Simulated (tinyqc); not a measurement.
From results back to parameters: k.p values derived from sp3s* tight binding at Gamma. Three cases, with inputs chosen for the exercise.

Problem. The electron mass obeys m0/m = A + Ep/EG, where A gathers the direct term and the higher bands, and Ep = P^2/c with c = hbar^2/2m0, P = (a/4)(sa pc Vsapc + sc pa Vscpa). The mass comes from a hidden Vscpa (s cation, p anion); sa, sc are the anion and cation parts of S+, the upper s level at Gamma, and pa, pc those of P-, the lower p level (P+ is the upper one).

Constants: hbar^2/2m0 = 3.80998211 eV angstrom^2.

Case 1.

Values chosen (out of a larger set: near a published set for InAs, fitted to gaps, whose masses and valley positions are rough; not measured data): a = 6.061 angstrom (lattice constant); Vsapc = 3.033 eV (s anion, p cation).

m = 0.0303459 m0
A = -1.53865
EG = 0.426824 eV

sa, sc, pa, pc: 0.491033  -0.871141  0.897363  -0.441294

Case 2.

Values chosen (out of a larger set: near a published set for GaP, fitted to gaps, whose masses and valley positions are rough; not measured data): a = 5.456 angstrom (lattice constant); Vsapc = 4.26 eV (s anion, p cation).

m = 0.2927840 m0
A = -1.73738
EG = 3.040229 eV

sa, sc, pa, pc: 0.566188  -0.824276  0.884986  -0.465618

Case 3.

Values chosen (out of a larger set: near a published set for InAs, fitted to gaps, whose masses and valley positions are rough; not measured data): a = 6.055 angstrom (lattice constant); Vsapc = 2.99 eV (s anion, p cation).

m = 0.0360994 m0
A = -1.55288
EG = 0.502184 eV

sa, sc, pa, pc: 0.492224  -0.870468  0.895954  -0.444146

Find: Ep; Vscpa.

Solution. Ep = (m0/m - A) EG gives |P|; both terms of P have the sign of sc pa, and the linear relation gives Vscpa. A is held fixed, though its part from P+ also depends on Vscpa.

Case 1.

Ep = 14.72 eV
Vscpa = 5.48 eV

Case 2.

Ep = 15.67 eV
Vscpa = 6.22 eV

Case 3.

Ep = 14.69 eV
Vscpa = 5.50 eV

Computed by tinyqc, one run a case: `OMP_NUM_THREADS=1 python tinyqc.py N N+1 out.jsonl` with N = 1481754, 1481762, 1481763; one thread of a shared Intel(R) Xeon(R) Processor @ 2.30GHz, about 0.01 s a run at most.
